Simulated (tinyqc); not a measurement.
Inside a calculation. Model: minority carriers and saturation current of a heavily doped emitter.

Numbers from tinyqc (`OMP_NUM_THREADS=1 python tinyqc.py 2330165 2330166 out.jsonl`; about 0.01 s on one thread of a shared Intel Xeon 2.30GHz). Printed values are rounded.

n-type, parabolic bands, full ionisation. eta = (EF - Ec)/kB T solves N = Nc F12(eta), F12(x) = (2/sqrt(pi)) int_0^infinity sqrt(u)/(1 + exp(u - x)) du. The gap shrinks rigidly by dEg = E1 [ln(N/N0) + sqrt(ln^2(N/N0) + 0.5)], an empirical law that is here taken as the true narrowing.

Inputs (values chosen for the exercise); band and dielectric values close to those of silicon: temperature T = 400 K; band gap Eg = 1.13 eV; conduction-band density of states at 400 K Nc = 4.31e19 cm^-3; valence-band density of states at 400 K Nv = 4.02e19 cm^-3; ionised donor density N = 2.4e20 cm^-3; energy of the narrowing law E1 = 6.8 meV; density of the narrowing law N0 = 1.8e17 cm^-3; minority-hole mobility mup = 220 cm^2/(V s); Auger coefficient Cn = 1.9e-31 cm^6/s; defect lifetime ts = 2 us; emitter width W = 660 nm; recombination velocity at the contact S = 8.2e5 cm/s.

Constants: q = 1.602176634e-19 C, kB = 1.380649e-23 J/K, Vt = kB T/q. Results are converted to the units shown.

Range of the model: Band tails, non-parabolic bands and incomplete ionisation are left out.

## Iteration 1: Fermi level

eta at the start (Boltzmann value) = 1.7171

Newton step on ln F12(eta) = ln(N/Nc): eta(new) = eta - ln(Nc F12/N) F12/Fm, Fm(x) = dF12/dx = (1/sqrt(pi)) int_0^infinity u^(-1/2)/(1 + exp(u - x)) du.

F12 = 2.42640
Fm = 1.34400
eta after iteration 1 = 3.21683

## Course of the iteration

Stop when eta changes by less than 1e-9.

Course of the iteration:
```
iteration,eta,change
1,3.21683,1.50
2,3.54248,0.326
3,3.55423,0.0117
4,3.55425,1.43e-5
5,3.55425,2.10e-11
```

Converged in 5 iterations.

## Effective intrinsic density

converged eta = 3.55425

ni = sqrt(Nc Nv) exp(-Eg/(2 Vt)), Eg in volts; degeneracy factor g = F12(eta) exp(-eta); nie^2 = ni^2 exp(dEg/kB T) g, p0 = nie^2/N; apparent narrowing dEg + kB T ln g.

ni = 3.16712e12 cm^-3
dEg = 98.0936 meV
g = 0.159274
apparent narrowing = 34.7690 meV
nie = 5.24445e12 cm^-3
p0 = 1.14601e5 cm^-3

Narrowing multiplies p0 by 17.2 and degeneracy by 0.159.

## Saturation current

1/tau = Cn N^2 + 1/ts, D = mup Vt, L = sqrt(D tau); J0 = (q p0 D/L)(s + tanh(W/L))/(1 + s tanh(W/L)), s = S L/D; the share recombining inside is 1 - 1/[cosh(W/L)(1 + tanh(W/L)/s)].

tau = 0.0913701 ns
L = 263.227 nm
s = 2.84635
J0 = 5.32345e6 fA/cm^2
share recombining inside = 87.9784 %

The emitter is opaque: W exceeds two diffusion lengths, and the contact matters little.
